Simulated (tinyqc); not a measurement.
Worked calculation: UHF in the sto-3g basis, for H3, spin multiplicity 2. Computed by tinyqc, a small Python program that keeps every step (integrals from PySCF). Settings: charge = 0, multiplicity = 2, basis = sto-3g, energy threshold = 1e-10, iteration cap = 61, orthogonalisation = symmetric, start = Wolfsberg-Helmholz matrix, DIIS depth = 0, damping = 0.5, method = UHF. Command: `OMP_NUM_THREADS=1 python tinyqc.py 25398 25399 out.jsonl` (the two numbers bound the seeds that draw the settings). One thread of a shared host (Intel(R) Xeon(R) Processor @ 2.60GHz), about 0.08 s of CPU time with the checks. Later iterations appear only in the table of the cycle.

## One-electron integrals

Geometry (angstrom):
```
atom         x         y          z
H     0.000000  0.000000   0.000000
H     0.000000  0.000000   1.107000
H     0.000000  0.333000  -1.065000
```

Basis sto-3g: exponents (1/bohr^2) and contraction coefficients of normalised primitives:
```
element  l (shell)  exponent  coefficient
H            s (1)  3.425251     0.154329
H            s (1)  0.623914     0.535328
H            s (1)  0.168855     0.444635
```

Overlap, kinetic and nuclear-attraction integrals over the contracted functions; the nuclear repulsion is the sum of Za Zb / Rab.

nuclear repulsion = 1.19308848 hartree

overlap S, order 1H 1s, 2H 1s, 3H 1s:
$$\begin{pmatrix}
1.000000 & 0.435762 & 0.430959 \\
0.435762 & 1.000000 & 0.085468 \\
0.430959 & 0.085468 & 1.000000
\end{pmatrix}$$

kinetic energy T (hartree), order 1H 1s, 2H 1s, 3H 1s:
$$\begin{pmatrix}
0.760032 & 0.076284 & 0.073789 \\
0.076284 & 0.760032 & -0.011415 \\
0.073789 & -0.011415 & 0.760032
\end{pmatrix}$$

nuclear attraction V (hartree), order 1H 1s, 2H 1s, 3H 1s:
$$\begin{pmatrix}
-2.160006 & -0.805563 & -0.794511 \\
-0.805563 & -1.935794 & -0.145936 \\
-0.794511 & -0.145936 & -1.932408
\end{pmatrix}$$

core Hamiltonian H = T + V (hartree), order 1H 1s, 2H 1s, 3H 1s:
$$\begin{pmatrix}
-1.399974 & -0.729279 & -0.720722 \\
-0.729279 & -1.175762 & -0.157351 \\
-0.720722 & -0.157351 & -1.172377
\end{pmatrix}$$

## Two-electron integrals

Functions are numbered as in S; the eight-fold symmetry (ij|kl) = (ji|kl) = (kl|ij) leaves the list below.

Two-electron integrals (ij|kl) in chemists' order, unique and non-zero (hartree):
```
(11|11) 0.774606   (21|11) 0.262685   (21|21) 0.118379   (22|11) 0.444601
(22|21) 0.262685   (22|22) 0.774606   (31|11) 0.259084   (31|21) 0.082681
(31|22) 0.138491   (31|31) 0.115527   (32|11) 0.048931   (32|21) 0.019088
(32|22) 0.038036   (32|31) 0.018884   (32|32) 0.003656   (33|11) 0.441965
(33|21) 0.139653   (33|22) 0.240438   (33|31) 0.259084   (33|32) 0.038036
(33|33) 0.774606
```

## Orthogonalisation

S = U s U^T; symmetric (Loewdin) form X = U s^(-1/2) U^T, so that X^T S X = 1.

eigenvalues of S: [0.428369, 0.914537, 1.657094]

X, order 1H 1s, 2H 1s, 3H 1s:
$$\begin{pmatrix}
1.178477 & -0.266568 & -0.263211 \\
-0.266568 & 1.087027 & 0.040269 \\
-0.263211 & 0.040269 & 1.084894
\end{pmatrix}$$

## Starting guess

The start is the generalised Wolfsberg-Helmholz matrix (K = 1.75) built on H; D(s) = C_occ C_occ^T for each spin.

D(alpha) at the start, order 1H 1s, 2H 1s, 3H 1s:
$$\begin{pmatrix}
0.388811 & 0.211696 & 0.208750 \\
0.211696 & 0.655700 & -0.433031 \\
0.208750 & -0.433031 & 0.665087
\end{pmatrix}$$

D(beta) at the start, order 1H 1s, 2H 1s, 3H 1s:
$$\begin{pmatrix}
0.388810 & 0.212380 & 0.208056 \\
0.212380 & 0.116009 & 0.113647 \\
0.208056 & 0.113647 & 0.111333
\end{pmatrix}$$

## Iteration 1: building the Fock matrix

J_ij = sum D_kl (ij|kl) with D = D(alpha) + D(beta), K_ij = sum D_kl (ik|jl) for each spin; F = H + J - K(s); E = tr D H + tr D J / 2 - 0.5 sum_s tr D(s) K(s) + E_nn.

Coulomb J (hartree), order 1H 1s, 2H 1s, 3H 1s:
$$\begin{pmatrix}
1.696119 & 0.672548 & 0.663870 \\
0.672548 & 1.444130 & 0.126531 \\
0.663870 & 0.126531 & 1.440775
\end{pmatrix}$$

exchange K(alpha) (hartree), order 1H 1s, 2H 1s, 3H 1s:
$$\begin{pmatrix}
0.603410 & 0.365354 & 0.361151 \\
0.365354 & 0.642614 & 0.043138 \\
0.361151 & 0.043138 & 0.645717
\end{pmatrix}$$

exchange K(beta) (hartree), order 1H 1s, 2H 1s, 3H 1s:
$$\begin{pmatrix}
0.565948 & 0.299568 & 0.293752 \\
0.299568 & 0.264461 & 0.134986 \\
0.293752 & 0.134986 & 0.256056
\end{pmatrix}$$

F(alpha) (hartree), order 1H 1s, 2H 1s, 3H 1s:
$$\begin{pmatrix}
-0.307265 & -0.422085 & -0.418003 \\
-0.422085 & -0.374246 & -0.073958 \\
-0.418003 & -0.073958 & -0.377319
\end{pmatrix}$$

F(beta) (hartree), order 1H 1s, 2H 1s, 3H 1s:
$$\begin{pmatrix}
-0.269803 & -0.356298 & -0.350604 \\
-0.356298 & 0.003907 & -0.165806 \\
-0.350604 & -0.165806 & 0.012342
\end{pmatrix}$$

total energy of this density = -1.49094026 hartree

This density is the starting one.

## Iteration 1: diagonalisation and new density

Diagonalise F' = X^T F X, C = X C', fill 2 alpha and 1 beta electrons from the bottom; D(s) = C_occ C_occ^T; the new density keeps 0.5 of the old one (damping). Each column has its largest component positive (the first on a tie).

F' = X^T F X (alpha) (hartree):
$$\begin{pmatrix}
0.034665 & -0.388941 & -0.383786 \\
-0.388941 & -0.217554 & 0.108848 \\
-0.383786 & 0.108848 & -0.224784
\end{pmatrix}$$

orbital energies (alpha) (hartree): MO1 -0.590149, MO2 -0.330048, MO3 0.512525

coefficients C (alpha), order 1H 1s, 2H 1s, 3H 1s:
$$\begin{pmatrix}
0.493786 & -0.005133 & 1.133709 \\
0.423650 & -0.736269 & -0.729888 \\
0.426554 & 0.742510 & -0.717374
\end{pmatrix}$$

F' = X^T F X (beta) (hartree):
$$\begin{pmatrix}
0.044525 & -0.390273 & -0.384622 \\
-0.390273 & 0.184962 & -0.003148 \\
-0.384622 & -0.003148 & 0.189141
\end{pmatrix}$$

orbital energies (beta) (hartree): MO1 -0.438163, MO2 0.190227, MO3 0.666564

coefficients C (beta), order 1H 1s, 2H 1s, 3H 1s:
$$\begin{pmatrix}
0.636677 & 0.004422 & 1.060080 \\
0.332008 & -0.736127 & -0.776013 \\
0.323222 & 0.742668 & -0.769330
\end{pmatrix}$$

D(alpha) after iteration 1, order 1H 1s, 2H 1s, 3H 1s:
$$\begin{pmatrix}
0.316331 & 0.212333 & 0.207782 \\
0.212333 & 0.688636 & -0.399504 \\
0.207782 & -0.399504 & 0.699179
\end{pmatrix}$$

D(beta) after iteration 1, order 1H 1s, 2H 1s, 3H 1s:
$$\begin{pmatrix}
0.397084 & 0.211881 & 0.206922 \\
0.211881 & 0.113119 & 0.110480 \\
0.206922 & 0.110480 & 0.107903
\end{pmatrix}$$

## Iteration 2: building the Fock matrix

As before.

Coulomb J (hartree), order 1H 1s, 2H 1s, 3H 1s:
$$\begin{pmatrix}
1.675249 & 0.668701 & 0.660024 \\
0.668701 & 1.448030 & 0.125846 \\
0.660024 & 0.125846 & 1.444632
\end{pmatrix}$$

exchange K(alpha) (hartree), order 1H 1s, 2H 1s, 3H 1s:
$$\begin{pmatrix}
0.560482 & 0.361125 & 0.356694 \\
0.361125 & 0.662519 & 0.047826 \\
0.356694 & 0.047826 & 0.665945
\end{pmatrix}$$

exchange K(beta) (hartree), order 1H 1s, 2H 1s, 3H 1s:
$$\begin{pmatrix}
0.570245 & 0.299988 & 0.293752 \\
0.299988 & 0.262643 & 0.134398 \\
0.293752 & 0.134398 & 0.253497
\end{pmatrix}$$

F(alpha) (hartree), order 1H 1s, 2H 1s, 3H 1s:
$$\begin{pmatrix}
-0.285207 & -0.421703 & -0.417392 \\
-0.421703 & -0.390251 & -0.079330 \\
-0.417392 & -0.079330 & -0.393690
\end{pmatrix}$$

F(beta) (hartree), order 1H 1s, 2H 1s, 3H 1s:
$$\begin{pmatrix}
-0.294970 & -0.360565 & -0.354450 \\
-0.360565 & 0.009625 & -0.165903 \\
-0.354450 & -0.165903 & 0.018758
\end{pmatrix}$$

total energy of this density = -1.50027163 hartree

This density is a damped mixture and is not idempotent.

## Iteration 2: diagonalisation and new density

As before.

F' = X^T F X (alpha) (hartree):
$$\begin{pmatrix}
0.061656 & -0.388876 & -0.383302 \\
-0.388876 & -0.235630 & 0.102339 \\
-0.383302 & 0.102339 & -0.243377
\end{pmatrix}$$

orbital energies (alpha) (hartree): MO1 -0.592743, MO2 -0.341877, MO3 0.517269

coefficients C (alpha), order 1H 1s, 2H 1s, 3H 1s:
$$\begin{pmatrix}
0.467355 & -0.005803 & 1.144855 \\
0.439953 & -0.736357 & -0.720089 \\
0.443592 & 0.742417 & -0.707064
\end{pmatrix}$$

F' = X^T F X (beta) (hartree):
$$\begin{pmatrix}
0.015477 & -0.390285 & -0.384365 \\
-0.390285 & 0.192488 & -0.002078 \\
-0.384365 & -0.002078 & 0.197237
\end{pmatrix}$$

orbital energies (beta) (hartree): MO1 -0.450792, MO2 0.196973, MO3 0.659020

coefficients C (beta), order 1H 1s, 2H 1s, 3H 1s:
$$\begin{pmatrix}
0.654575 & 0.005095 & 1.049120 \\
0.319060 & -0.736332 & -0.781233 \\
0.309846 & 0.742462 & -0.775011
\end{pmatrix}$$

D(alpha) after iteration 2, order 1H 1s, 2H 1s, 3H 1s:
$$\begin{pmatrix}
0.267393 & 0.211111 & 0.205394 \\
0.211111 & 0.712208 & -0.375514 \\
0.205394 & -0.375514 & 0.723568
\end{pmatrix}$$

D(beta) after iteration 2, order 1H 1s, 2H 1s, 3H 1s:
$$\begin{pmatrix}
0.412776 & 0.210365 & 0.204870 \\
0.210365 & 0.107459 & 0.104670 \\
0.204870 & 0.104670 & 0.101954
\end{pmatrix}$$

## Iteration 3: building the Fock matrix

As before.

Coulomb J (hartree), order 1H 1s, 2H 1s, 3H 1s:
$$\begin{pmatrix}
1.663650 & 0.666560 & 0.657877 \\
0.666560 & 1.450271 & 0.125463 \\
0.657877 & 0.125463 & 1.446846
\end{pmatrix}$$

exchange K(alpha) (hartree), order 1H 1s, 2H 1s, 3H 1s:
$$\begin{pmatrix}
0.530270 & 0.357700 & 0.353095 \\
0.357700 & 0.676166 & 0.050888 \\
0.353095 & 0.050888 & 0.679811
\end{pmatrix}$$

exchange K(beta) (hartree), order 1H 1s, 2H 1s, 3H 1s:
$$\begin{pmatrix}
0.578223 & 0.300472 & 0.293904 \\
0.300472 & 0.258778 & 0.133272 \\
0.293904 & 0.133272 & 0.249118
\end{pmatrix}$$

F(alpha) (hartree), order 1H 1s, 2H 1s, 3H 1s:
$$\begin{pmatrix}
-0.266594 & -0.420419 & -0.415940 \\
-0.420419 & -0.401656 & -0.082776 \\
-0.415940 & -0.082776 & -0.405341
\end{pmatrix}$$

F(beta) (hartree), order 1H 1s, 2H 1s, 3H 1s:
$$\begin{pmatrix}
-0.314547 & -0.363190 & -0.356749 \\
-0.363190 & 0.015732 & -0.165160 \\
-0.356749 & -0.165160 & 0.025351
\end{pmatrix}$$

total energy of this density = -1.50722107 hartree

This density is a damped mixture and is not idempotent.

## Iteration 3: diagonalisation and new density

As before.

F' = X^T F X (alpha) (hartree):
$$\begin{pmatrix}
0.083697 & -0.388366 & -0.382485 \\
-0.388366 & -0.248879 & 0.097751 \\
-0.382485 & 0.097751 & -0.256977
\end{pmatrix}$$

orbital energies (alpha) (hartree): MO1 -0.593747, MO2 -0.350717, MO3 0.522305

coefficients C (alpha), order 1H 1s, 2H 1s, 3H 1s:
$$\begin{pmatrix}
0.446890 & -0.006265 & 1.152995 \\
0.452280 & -0.736493 & -0.712270 \\
0.456543 & 0.742276 & -0.698921
\end{pmatrix}$$

F' = X^T F X (beta) (hartree):
$$\begin{pmatrix}
-0.007641 & -0.390015 & -0.383871 \\
-0.390015 & 0.199959 & -0.000550 \\
-0.383871 & -0.000550 & 0.205084
\end{pmatrix}$$

orbital energies (beta) (hartree): MO1 -0.460038, MO2 0.203107, MO3 0.654333

coefficients C (beta), order 1H 1s, 2H 1s, 3H 1s:
$$\begin{pmatrix}
0.669599 & 0.005575 & 1.039593 \\
0.307967 & -0.736497 & -0.785517 \\
0.298484 & 0.742296 & -0.779615
\end{pmatrix}$$

D(alpha) after iteration 3, order 1H 1s, 2H 1s, 3H 1s:
$$\begin{pmatrix}
0.233571 & 0.208922 & 0.202384 \\
0.208922 & 0.729594 & -0.357855 \\
0.202384 & -0.357855 & 0.741486
\end{pmatrix}$$

D(beta) after iteration 3, order 1H 1s, 2H 1s, 3H 1s:
$$\begin{pmatrix}
0.430570 & 0.208290 & 0.202367 \\
0.208290 & 0.101151 & 0.098296 \\
0.202367 & 0.098296 & 0.095523
\end{pmatrix}$$

## Iteration 45 (converged): orbitals

converged F(alpha) (hartree), order 1H 1s, 2H 1s, 3H 1s:
$$\begin{pmatrix}
-0.187028 & -0.407652 & -0.402864 \\
-0.407652 & -0.437079 & -0.090274 \\
-0.402864 & -0.090274 & -0.440115
\end{pmatrix}$$

converged F(beta) (hartree), order 1H 1s, 2H 1s, 3H 1s:
$$\begin{pmatrix}
-0.385265 & -0.365966 & -0.359306 \\
-0.365966 & 0.050750 & -0.156450 \\
-0.359306 & -0.156450 & 0.060010
\end{pmatrix}$$

Diagonalise F' = X^T F X, C = X C', fill 2 alpha and 1 beta electrons from the bottom; D(s) = C_occ C_occ^T. Each column has its largest component positive (the first on a tie).

F' = X^T F X (alpha) (hartree):
$$\begin{pmatrix}
0.172087 & -0.381702 & -0.375483 \\
-0.381702 & -0.293475 & 0.083700 \\
-0.375483 & 0.083700 & -0.300844
\end{pmatrix}$$

orbital energies (alpha) (hartree): MO1 -0.589744, MO2 -0.380894, MO3 0.548406

coefficients C (alpha), order 1H 1s, 2H 1s, 3H 1s:
$$\begin{pmatrix}
0.371121 & -0.005747 & 1.179569 \\
0.497177 & -0.737153 & -0.680976 \\
0.501312 & 0.741622 & -0.668265
\end{pmatrix}$$

F' = X^T F X (beta) (hartree):
$$\begin{pmatrix}
-0.096413 & -0.384953 & -0.378592 \\
-0.384953 & 0.238795 & 0.009411 \\
-0.378592 & 0.009411 & 0.243315
\end{pmatrix}$$

orbital energies (beta) (hartree): MO1 -0.490089, MO2 0.231676, MO3 0.644109

coefficients C (beta), order 1H 1s, 2H 1s, 3H 1s:
$$\begin{pmatrix}
0.731529 & 0.005416 & 0.996987 \\
0.259295 & -0.736802 & -0.802619 \\
0.250943 & 0.741997 & -0.796470
\end{pmatrix}$$

D(alpha) after iteration 45, order 1H 1s, 2H 1s, 3H 1s:
$$\begin{pmatrix}
0.137764 & 0.188749 & 0.181786 \\
0.188749 & 0.790579 & -0.297448 \\
0.181786 & -0.297448 & 0.801318
\end{pmatrix}$$

D(beta) after iteration 45, order 1H 1s, 2H 1s, 3H 1s:
$$\begin{pmatrix}
0.535135 & 0.189682 & 0.183572 \\
0.189682 & 0.067234 & 0.065068 \\
0.183572 & 0.065068 & 0.062972
\end{pmatrix}$$

## Convergence

Stop when the energy changes by less than 1e-10 hartree and every element of the error matrix X^T (F D S - S D F) X (for each spin) is below 3e-06.

Course of the cycle:
```
iteration  E (hartree)     change  largest element of the error matrix
1          -1.49094026          -                             9.12e-02
2          -1.50027163  -9.33e-03                             6.39e-02
3          -1.50722107  -6.95e-03                             4.61e-02
4          -1.51212259  -4.90e-03                             3.40e-02
5          -1.51547615  -3.35e-03                             2.56e-02
6          -1.51772656  -2.25e-03                             1.96e-02
7          -1.51921633  -1.49e-03                             1.51e-02
8          -1.52019258  -9.76e-04                             1.18e-02
9          -1.52082725  -6.35e-04                             9.28e-03
10         -1.52123724  -4.10e-04                             7.32e-03
11         -1.52150069  -2.63e-04                             5.78e-03
12         -1.52166927  -1.69e-04                             4.58e-03
13         -1.52177674  -1.07e-04                             3.63e-03
14         -1.52184506  -6.83e-05                             2.88e-03
...                ...        ...                                  ...
32         -1.52196253  -1.63e-08                             4.66e-05
33         -1.52196254  -1.02e-08                             3.72e-05
34         -1.52196255  -6.43e-09                             2.96e-05
35         -1.52196255  -4.04e-09                             2.36e-05
36         -1.52196255  -2.54e-09                             1.89e-05
37         -1.52196255  -1.60e-09                             1.51e-05
38         -1.52196256  -1.01e-09                             1.20e-05
39         -1.52196256  -6.34e-10                             9.61e-06
40         -1.52196256  -4.00e-10                             7.69e-06
41         -1.52196256  -2.52e-10                             6.15e-06
42         -1.52196256  -1.59e-10                             4.92e-06
43         -1.52196256  -1.01e-10                             3.94e-06
44         -1.52196256  -6.36e-11                             3.15e-06
45         -1.52196256  -4.03e-11                             2.53e-06
```

PySCF UHF in the same basis, after a stability check = -1.52196256 hartree

Converged in 45 iterations.

## Populations, bond orders and dipole

Mulliken: Z minus the diagonal of D S on the atom; Loewdin: the same with S^(1/2) D S^(1/2); Mayer order: 2 sum_s sum (D(s) S)_ij (D(s) S)_ji over the two atoms.

Charges (e):
```
atom   Mulliken    Loewdin  Mulliken spin
1H     0.004741   0.016454      -0.398547
2H    -0.002858  -0.008743       0.691955
3H    -0.001883  -0.007711       0.706592
```

Mayer bond orders:
```
pair     order
2-1   0.430801
3-1   0.410336
3-2   0.090388
```

dipole moment about the origin, x y z (debye): [0.000000, -0.003012, -0.005561]

<S^2> of the determinant (pure state: 0.75) = 0.853876
